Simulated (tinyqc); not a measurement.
The pair band in time: hydrogenic impurity: series, fields, screening, photoionisation and donor-acceptor pairs. Computed by tinyqc, a small Python program. Command: `OMP_NUM_THREADS=1 python tinyqc.py 3011970 3011971 out.jsonl hydrogenic walk`. One thread of a shared host (Intel(R) Xeon(R) Processor @ 2.30GHz), about 0.01 s of CPU time with the checks.

One isotropic, parabolic band. Effective units: Ry* and a*, in which H = -nabla^2 - 2/r.

Inputs (values chosen for the exercise, for a model semiconductor):

| quantity | value | unit |
|---|---|---|
| electron mass m | 0.218 | m_0 |
| dielectric constant eps | 13.4 | - |
| donor density N | 1.1e+16 | cm^-3 |
| gap E_g | 0.822 | eV |
| acceptor depth E_A | 33 | meV |
| rate prefactor W_0 | 6.3e+07 | 1/s |

Parts treated: electric field and pairs.

Constants: Ry = 13.605693123 eV; a_0 = 0.529177210903 angstrom; h x 1 THz = 4.135667696 meV; e^2/(4 pi eps_0) = 14.39964548 eV angstrom.

Method:
- Ry* = Ry m/eps^2, a* = a_0 eps/m; level n is bound by Ry*/n^2; <r> = (3/2) a* in 1s; lines 1s -> np at Ry* (1 - 1/n^2); 1 THz = 4.135667696 meV.
- Wigner-Seitz radius r_s = (3/(4 pi N))^(1/3); Mott criterion N_c^(1/3) a* = 0.26; overlap of two 1s orbitals at distance d: S = exp(-x)(1 + x + x^2/3), x = d/a*, with d = N^(-1/3).
- No-phonon line h nu(r) = E_g - Ry* - E_A + e^2/(4 pi eps_0 eps r); rate W(r) = W_0 exp(-2 r/a*), the donor being the shallower centre; lifetime 1/W; zero field.
- At delay t after a pulse the emission comes mostly from pairs with W(r) t = 1, so r = (a*/2) ln(W_0 t).

a* = 32.5274 angstrom

Ry* = 16.5184 meV

r_s = 278.937 angstrom

Dominant pairs:

| delay (s) | r (angstrom) | Coulomb term (meV) | photon energy (eV) |
|---|---|---|---|
| 1.00e-05 | 104.83 | 10.251 | 0.78273 |
| 1.00e-04 | 142.28 | 7.553 | 0.78003 |
| 1.00e-03 | 179.73 | 5.979 | 0.77846 |
| 1.00e-02 | 217.18 | 4.948 | 0.77743 |
| 1.00e-01 | 254.63 | 4.220 | 0.77670 |
| 1.00e+00 | 292.07 | 3.679 | 0.77616 |
| 1.00e+01 | 329.52 | 3.261 | 0.77574 |

What follows from these numbers?

Over six decades of delay the band moves down by 6.99 meV, since close pairs, which emit at higher energy, decay first; the shift per decade shrinks from 2.70 to 0.42 meV.
